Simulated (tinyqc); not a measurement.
# Reset of a mushroom phase-change cell, hemispherical electro-thermal model: effects of single changes

Current spreads from a hemispherical contact of radius r0 into a large dome with constant rho and ka: j = I/(2 pi r^2). With s = r0/r the steady rise is T - T0 = c (b s - s^2), c = I^2 rho/(8 pi^2 ka r0^2). The heat lost through the heater, (T(r0) - T0)/Rh, fixes b = (2 + g)/(1 + g), g = 1/(2 pi ka r0 Rh).

Inputs (values chosen for the exercise); values of the order of Ge-Sb-Te and related chalcogenides:
- T0 = 300 K (ambient temperature)
- Tm = 893 K (melting point)
- r0 = 34 nm (radius of the heater contact)
- rho = 3.5 mohm cm (resistivity of the hot chalcogenide)
- ka = 1.05 W/(m K) (its thermal conductivity)
- Rh = 20 K/uW (thermal resistance of the path through the heater)

Each table varies one quantity; the others keep the values above.

## Amorphous thickness against current

The peak lies at s = b/2 with the rise c b^2/4; melting starts at the current where that equals Tm - T0, and the molten shell spans the roots of s^2 - b s + (Tm - T0)/c = 0 (s at most 1). Electrical resistance rho/(2 pi r0).

Amorphous thickness against current:
```
I (uA)	peak T (K)	T at the contact (K)	thickness of the melt (nm)	power (uW)
1410	899.74	893.71	7.8467	325.72
1450	934.25	927.88	16.216	344.47
1500	978.75	971.92	24.038	368.63
1580	1053.1	1045.5	35.412	409.00
1670	1141.3	1132.9	47.909	456.92
1800	1277.4	1267.6	66.327	530.83
1950	1447.1	1435.6	88.658	622.99
2130	1668.6	1654.9	117.34	743.31
```

The thickness rises from 7.85 to 117 nm; it opens as the square root of I - Im just above the melting current of 1400 uA. The contact itself melts from I = 1410 uA on among the rows. For I = 2130 the peak exceeds 1600 K, where the material would degrade.

## Scaling of the melting current

Same model as above.

Rh is scaled as 1/r0, as for an isotropic shrink, in the last two columns and held fixed in the first two.

Results:
```
r0 (nm)	Im (uA)	Im/(2 pi r0^2) (MA/cm^2)	Im with Rh = Rh (34 nm/r0) (uA)	power there (uW)
5	268.2	170.7	206.2	47.36
8	396.2	98.53	329.9	75.78
17	753.3	41.48	701.0	161.0
24	1022	28.24	989.7	227.3
33	1364	19.94	1361	312.6
45	1818	14.28	1856	426.3
60	2382	10.53	2474	568.3
```

Estimate the missing row, r0 = 12 nm.

Computed row:
```
r0 (nm)	Im (uA)	Im/(2 pi r0^2) (MA/cm^2)	Im with Rh = Rh (34 nm/r0) (uA)	power there (uW)
12	557.7	61.64	494.8	113.7
```

With this row back in the table: With isotropic scaling Im and the power go as r0^(1.00) and r0^(1.00), so the current density grows as 1/r0 and the voltage stays fixed. With Rh held, Im goes as r0^(0.88) over the table, as the heater path weighs more for a small contact. For r0 = 5, 8 boundary thermal resistance, left out here, would dominate.

Range of the model: Constant properties, no latent heat, thermoelectric terms, boundary resistance or heating in the heater itself.

tinyqc, about 0.01 s, one thread, Intel Xeon 2.30GHz (shared host): `OMP_NUM_THREADS=1 python tinyqc.py 2490023 2490024 out.jsonl`
